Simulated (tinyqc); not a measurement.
Franz-Keldysh effect at a direct gap: one step. Airy factors at E. Three cases, with inputs chosen for the exercise.

Problem. Form b, Ai(b), Ai'(b) and the factor pi sqrt(th) [Ai'^2 - b Ai^2] for each band, beside sqrt(E - Eg) (zero below the gap).

Ai is the Airy function, th the electro-optic energy of each hole band from the table (its other columns are not needed here), b = (Eg - E)/th with th in eV; the factor takes the place of sqrt(E - Eg) in the joint density of states.

Give: Factors.

Case 1.

Values chosen (out of a larger set: near those of GaAs; not measured data): E = 1.471 eV (photon energy); Eg = 1.461 eV (direct gap).

Scales:
```
hole,mr (m0),th (meV),length (angstrom)
heavy,0.0577900,23.72275,52.717
light,0.0368657,27.55762,61.239
```

Solution.

Factors:
```
hole,b,Ai(b),Ai'(b),factor (eV^(1/2)),without field
heavy,-0.4215,0.4590,-0.2210,0.06661,0.1000
light,-0.3629,0.4458,-0.2314,0.06553,0.1000
```

Case 2.

Values chosen (out of a larger set: near those of InGaAs; not measured data): E = 0.778 eV (photon energy); Eg = 0.731 eV (direct gap).

Scales:
```
hole,mr (m0),th (meV),length (angstrom)
heavy,0.0385068,78.23663,35.562
light,0.0230718,92.80312,42.183
```

Solution.

Factors:
```
hole,b,Ai(b),Ai'(b),factor (eV^(1/2)),without field
heavy,-0.6007,0.4950,-0.1771,0.1569,0.2168
light,-0.5064,0.4770,-0.2025,0.1496,0.2168
```

Case 3.

Values chosen (out of a larger set: near those of GaAs; not measured data): E = 1.443 eV (photon energy); Eg = 1.466 eV (direct gap).

Scales:
```
hole,mr (m0),th (meV),length (angstrom)
heavy,0.0589019,17.98921,59.964
light,0.0376267,20.88766,69.626
```

Solution.

Factors:
```
hole,b,Ai(b),Ai'(b),factor (eV^(1/2)),without field
heavy,1.2785,0.09608,-0.1230,0.001396,0.0000
light,1.1011,0.1199,-0.1456,0.002442,0.0000
```

Computed by tinyqc, one run a case: `OMP_NUM_THREADS=1 python tinyqc.py N N+1 out.jsonl` with N = 1650464, 1650554, 1650672; one thread of a shared Intel(R) Xeon(R) Processor @ 2.30GHz, about 0.01 s a run at most.
